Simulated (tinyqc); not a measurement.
Bias-temperature instability from a Gaussian distribution of capture and emission barriers. From one set of inputs to another, one input at a time. Computed by tinyqc, a small Python program. Command: `OMP_NUM_THREADS=1 python tinyqc.py 3013461 3013462 out.jsonl bti ladder`. One thread of a shared host (Intel(R) Xeon(R) Processor @ 2.30GHz), about 0.02 s of CPU time with the checks.

Each trap has a capture time tau_0 exp(E_c/(k_B T)) under stress and an emission time tau_0 exp(E_e/(k_B T)) after it. E_c is Gaussian, and E_e = E_c + d with d Gaussian and independent. A trap counts as filled once t_s exceeds its capture time and as emptied once t_r exceeds its emission time.

The inputs printed are set A. Inputs not listed in the table keep their values of set A, so the rows need not describe a real material.

Inputs (values chosen for the exercise, for a model p-channel transistor):
```
quantity                                      value        unit
shift with all traps filled V_max               300          mV
mean capture barrier at zero field mu_c        1.81          eV
spread of capture barriers sigma_c             0.26          eV
lowering of mu_c per field k_F                 0.07  eV/(MV/cm)
oxide field F                                   6.5       MV/cm
mean of E_e - E_c at the stress field, delta  0.066          eV
spread of E_e - E_c, sigma_d                   0.34          eV
time constant tau_0                           4e-09           s
temperature T                                   175           C
stress time t_s                                   5           s
recovery time t_r                              0.01           s
```

Constants: k_B = 8.617333262e-05 eV/K.

Method:
- Demarcation energies E_s = k_B T ln(t_s/tau_0), E_r = k_B T ln(t_r/tau_0); mean barrier mu = mu_c - k_F F; z = (E_s - mu)/sigma_c; Phi is the standard normal distribution.
- Temperatures in kelvin are T(C) + 273.15.
- Shift without recovery dV0 = V_max Phi(z); local time exponent n = d ln dV0/d ln t_s = (k_B T/sigma_c) exp(-z^2/2)/(sqrt(2 pi) Phi(z)); apparent activation energy n E_s.
- Remaining shift dV = V_max int_(-infinity)^(E_s) g(E_c) [1 - Phi((E_r - E_c - delta)/sigma_d)] dE_c, g the Gaussian density of E_c (Gauss-Legendre, 120 points over 7 sigma_c below E_s).

Each row keeps all changes above it:
```
input moved                                         from      to  time exponent n  remaining shift dV (mV)  apparent activation energy (eV)
set A                                                  -       -          0.36574                    3.900                          0.29585
time constant tau_0 (s)                            4e-09   4e-11          0.27743                   16.546                          0.27376
oxide field F (MV/cm)                                6.5     7.1          0.25737                   21.903                          0.25396
mean capture barrier at zero field mu_c (eV)        1.81    1.99          0.34555                    5.592                          0.34097
mean of E_e - E_c at the stress field, delta (eV)  0.066   -0.34          0.34555                    2.216                          0.34097
stress time t_s (s)                                    5     200          0.27528                   10.135                          0.31085
temperature T (C)                                    175     105          0.30607                    2.128                          0.29164
recovery time t_r (s)                               0.01  0.0004          0.30607                    2.794                          0.29164
```

Which inputs carry the difference?

Time exponent n goes from 0.366 to 0.306, a factor 0.837 in all. The largest single move comes from mean capture barrier at zero field mu_c (a factor 1.34), but it runs against the net change; the largest move in the direction of the net change is time constant tau_0 (a factor 0.759). Remaining shift dV goes from 3.90 to 2.79, a factor 0.716 in all. The largest single move comes from temperature T (a factor 0.210), and stress time t_s works against it (a factor 4.57). Apparent activation energy goes from 0.296 to 0.292, a factor 0.9857 in all. The largest single move comes from mean capture barrier at zero field mu_c (a factor 1.34), but it runs against the net change; the largest move in the direction of the net change is stress time t_s (a factor 0.912). The single moves hold for this order of the switches; the total does not depend on the order.

Caution (rows temperature T, recovery time t_r): part of the filled traps have an emission barrier near or below zero, which means only that they empty at once.

Extremes, crossings and ranges named in words are read from the listed rows.
